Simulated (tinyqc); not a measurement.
Thermal resistances of a two-die stack.

Inverse problem. Heat leaves through the lower die only, and the system is linear. Find the resistance R1 from the lower die to the coolant, R2 between the dies, and the rise of the upper die when both are powered.

Inputs (values chosen for the exercise):
- P1 = 11 W (power of the lower die)
- P2 = 6.6 W (power of the upper die)

rises of the lower and upper die with only the lower one powered (K): 5.94  5.94
rises of the lower and upper die with only the upper one powered (K): 3.564  4.092

Solution. With only the lower die powered no heat crosses R2, so both dies rise by P1 R1; the difference in the second test is P2 R2; rises add.

R1 = 0.540 K/W
R2 = 0.0800 K/W
rise of the upper die = 10.0 K

Numbers from tinyqc (`OMP_NUM_THREADS=1 python tinyqc.py 2162231 2162232 out.jsonl`; about 0.03 s on one thread of a shared Intel Xeon 2.30GHz).
